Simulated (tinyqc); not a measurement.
Composition against offsets: model-solid line-up of a strained alloy layer on a substrate.

All values of the alloy are linear in x but the gap, Eg(x) = (1 - x) Eg_A + x Eg_B - C x (1 - x), and the valence edge, Ev(x) = (1 - x) Ev_A + x Ev_B + fv C x (1 - x); Ec = Ev + Eg. Ev is the top of the unstrained valence band on a scale common to all materials. In the layer only the Gamma valley of the conduction band is followed, also where an X or L valley would lie lower.

Coherent growth on a (001) face: e_par = (a_s - a)/a, e_perp = -2 (C12/C11) e_par; exx = eyy = e_par, ezz = e_perp, no shear.

Strained edges: Ec + ac tr(e); the valence edges are Ev plus the levels of the 6 x 6 matrix of X, Y, Z times spin with -Dso/3 + l exx + m (eyy + ezz) on the diagonal (cyclic), n exy off it, l = av + 2 b, m = av - b, n = sqrt(3) d. Spin-orbit term (Dso/3) L.sigma on X, Y, Z with (L_k)_ij = -i epsilon_kij: <X+|H|Y+> = -i Dso/3, <X+|H|Z-> = Dso/3, <Y+|H|Z-> = -i Dso/3, <Z+|H|X-> = -Dso/3, <Z+|H|Y-> = i Dso/3, <X-|H|Y-> = i Dso/3, and their conjugates; + and - are the spin along z.

dEc = Ec(substrate) - Ec(layer), dEv = Ev(layer) - Ev(substrate); positive values confine the carrier in the layer. Type I: both of one sign; type II: opposite signs; type III: the gaps do not overlap.

Parameters, chosen for this exercise (A near InSb, B near InAs, substrate near GaSb; not measured data):
```
symbol  value           unit      meaning
a       (6.486, 6.054)  angstrom  lattice constant of A, B
Eg      (0.233, 0.419)  eV        gap at Gamma to the s-like level of A, B
Dso     (0.812, 0.394)  eV        spin-orbit splitting of A, B
Ev      (0, -0.6)       eV        top of the unstrained valence band of A, B
ac      (-7.04, -5.15)  eV        conduction deformation potential of A, B
av      (0.36, 0.99)    eV        valence hydrostatic potential of A, B
b       (-1.98, -1.79)  eV        tetragonal shear potential of A, B
d       (-4.72, -3.62)  eV        trigonal shear potential of A, B
C11     (68.3, 83.5)    GPa       of A, B
C12     (37.3, 44.9)    GPa       of A, B
C44     (31.5, 39.1)    GPa       of A, B
C       0.681           eV        bowing of the gap
fv      0.6                       share of the bowing taken by the valence edge
a_s     6.096           angstrom  substrate
Eg_s    0.813           eV        lowest gap of the substrate
Ev_s    -0.03           eV        substrate valence edge
face    001                       growth face
```

Each composition is strained to the same substrate.

Results:
```
x,e_par (%),relaxed gap (eV),strained gap (eV),valence splitting (meV),dEc (eV),dEv (eV),type
0.47,-2.98,0.151,0.219,184,0.645,-0.051,II
0.54,-2.51,0.164,0.221,159,0.703,-0.111,II
0.62,-1.96,0.188,0.231,129,0.765,-0.183,II
0.69,-1.49,0.216,0.248,101,0.816,-0.250,III
0.76,-1.00,0.250,0.271,70,0.863,-0.321,III
0.83,-0.51,0.291,0.302,37,0.906,-0.395,III
0.91,0.05,0.346,0.342,4,0.952,-0.480,III
0.98,0.55,0.402,0.348,43,0.987,-0.523,III
```

What does the comparison show?

The alloy matches the substrate at x = 0.903, where the top valence edge changes its character and the splitting passes through zero. The strained gap runs from 0.219 to 0.348 eV, against 0.151 to 0.402 eV for the relaxed alloy: strain takes back part of the change that the composition makes. Strains above 2 % can be kept only in layers of a few nanometres. The type changes: II to III between x = 0.62 and 0.69.

tinyqc: `OMP_NUM_THREADS=1 python tinyqc.py 1050505 1050506 out.jsonl`; about 0.01 s, one thread, shared Intel(R) Xeon(R) Processor @ 2.30GHz.
